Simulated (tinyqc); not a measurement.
Rise against time: self-heating of a transistor with one or more fingers, with temperature-dependent conductivity. Computed by tinyqc, a small Python program. Command: `OMP_NUM_THREADS=1 python tinyqc.py 3025082 3025083 out.jsonl selfheat walk`. One thread of a shared host (Intel(R) Xeon(R) Processor @ 2.30GHz), about 0.05 s of CPU time with the checks.

N long parallel fingers lie on the top face of a slab whose bottom is held at T_0; the top is otherwise insulated, and heat flows in two dimensions. P in W/mm is 1000 P in W/m.

Inputs (values chosen for the exercise, modelled on sapphire):

| quantity | value | unit |
|---|---|---|
| conductivity at the base temperature kappa_0 | 33.5 | W/(m K) |
| power per gate width P | 0.26 | W/mm |
| fingers N | 6 | - |
| finger pitch s | 35 | micrometre |
| width of the heat source w | 0.17 | micrometre |
| substrate thickness t | 50 | micrometre |
| heat capacity C | 3.12 | 1e6 J/(m^3 K) |
| pulse length | 0.72 | microsecond |

Power: power rises with temperature.

Method:
- A line source of power P on the top face raises the top at distance x by (P/(pi kappa_0)) g(x), g(x) = -ln tanh(pi x/(4 t)) (the image sum for the slab). On a strip of width w the centre sees the mean of g over the strip, g_0 = 1 + ln(8 t/(pi w)) for w much below t.
- theta_i = (P/(pi kappa_0)) [g_0 + sum over j != i of g(|i - j| s)], with equal powers and constant conductivity; thermal resistance = largest theta/P.
- After switching on, theta(tau) = (P D/kappa_0) int_0^tau X(u) Z(u) du at the hottest finger, D = kappa_0/C; X = sum over fingers at distance x of [erf((x + w/2)/r) - erf((x - w/2)/r)]/(2 w), Z = sum_(j=-200..200) (-1)^j exp(-(2 j t/r)^2)/sqrt(pi D u), r = 2 sqrt(D u); trapezoid rule on 300 points evenly spaced in ln u from u_0 = 1e-3 min(tau, w^2/D) to tau, plus the exact piece 2 sqrt(u_0/(pi D))/w below u_0. Conductivity and power are held at their base values here, and Fourier's law is used even where the diffusion length is near a phonon free path.

diffusivity D = 10.7372 micrometre^2/microsecond

theta of each finger (K): 21.3461  23.0366  23.5260  23.5260  23.0366  21.3461

largest theta = 23.5260 K

Heating curve:

| time (microsecond) | sqrt(D time) (micrometre) | rise (K) | share of the steady rise |
|---|---|---|---|
| 2.30e-04 | 0.049695 | 2.4154 | 0.1027 |
| 0.0023 | 0.15715 | 5.0178 | 0.2133 |
| 0.023 | 0.49695 | 7.8353 | 0.333 |
| 0.23 | 1.5715 | 10.677 | 0.4538 |
| 2.3 | 4.9695 | 13.521 | 0.5747 |
| 12 | 11.351 | 15.634 | 0.6645 |
| 47 | 22.464 | 18.417 | 0.7829 |
| 140 | 38.771 | 21.774 | 0.9255 |
| 350 | 61.303 | 23.368 | 0.9933 |

What does the comparison show, and why?

Half the steady rise is reached between 0.23 and 2.3 microseconds, and the last row holds 99.3 % of it; the slowest time constant is 4 t^2/(pi^2 D) = 94.4 microseconds. While the diffusion length lies between w and the pitch or thickness, the rise grows as the logarithm of time; once it nears the pitch of 35 micrometre the neighbours add their heat.

Extremes, crossings and ranges named in words are read from the listed rows.
